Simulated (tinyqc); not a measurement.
Empirical pseudopotential in a few plane waves, step by step. One step of it, computed by the program tinyqc.

Problem. Levels at k. Diagonalise the Hermitian matrix.

H(k) at k (eV), lower triangle:
```
           +0+0+0     -1-1-1     -1-1+1     -1+1-1     -1+1+1     +1-1-1     +1-1+1     +1+1-1
+0+0+0   2.056083
-1-1-1   2.366687  18.830536
-1-1+1  -2.366687   0.000000   7.582925
-1+1-1  -2.366687   0.000000  -0.122451  24.454341
-1+1+1  -2.366687   0.122451   0.000000   0.000000  13.206731
+1-1-1  -2.366687   0.000000  -0.122451  -0.122451   0.000000  19.994081
+1-1+1  -2.366687   0.122451   0.000000   0.000000  -0.122451   0.000000   8.746471
+1+1-1  -2.366687   0.122451   0.000000   0.000000  -0.122451   0.000000  -0.122451  25.617887
+1+1+1   2.366687   0.000000   0.122451   0.122451   0.000000   0.122451   0.000000   0.000000
-2+0+0   0.000000  -2.366687  -2.366687  -2.366687   2.366687   0.606103  -0.606103  -0.606103
+0-2+0   0.000000  -2.366687  -2.366687   0.606103  -0.606103  -2.366687   2.366687  -0.606103
+0+0-2   0.000000  -2.366687   0.606103  -2.366687  -0.606103  -2.366687  -0.606103   2.366687
+0+0+2   0.000000  -0.606103   2.366687  -0.606103  -2.366687  -0.606103  -2.366687   0.606103
+0+2+0   0.000000  -0.606103  -0.606103   2.366687  -2.366687  -0.606103   0.606103  -2.366687
+2+0+0   0.000000  -0.606103  -0.606103  -0.606103   0.606103   2.366687  -2.366687  -2.366687

           +1+1+1     -2+0+0     +0-2+0     +0+0-2     +0+0+2     +0+2+0     +2+0+0
+1+1+1  14.370276
-2+0+0  -0.606103  20.284968
+0-2+0  -0.606103  -0.122451  15.824709
+0+0-2  -0.606103  -0.122451  -0.122451  32.696124
+0+0+2  -2.366687   0.122451   0.122451   0.000000  10.200904
+0+2+0  -2.366687   0.122451   0.000000   0.122451  -0.122451  27.072319
+2+0+0  -2.366687   0.000000   0.122451   0.122451  -0.122451  -0.122451  22.612060
```

Give: eigenvalues.

Solution.

eigenvalues (eV): -0.9879  4.3171  8.1822  9.2155  13.6510  14.6014  15.5311  17.8395  19.7338  22.0874  23.1253  23.8623  27.6738  29.9280  34.7901
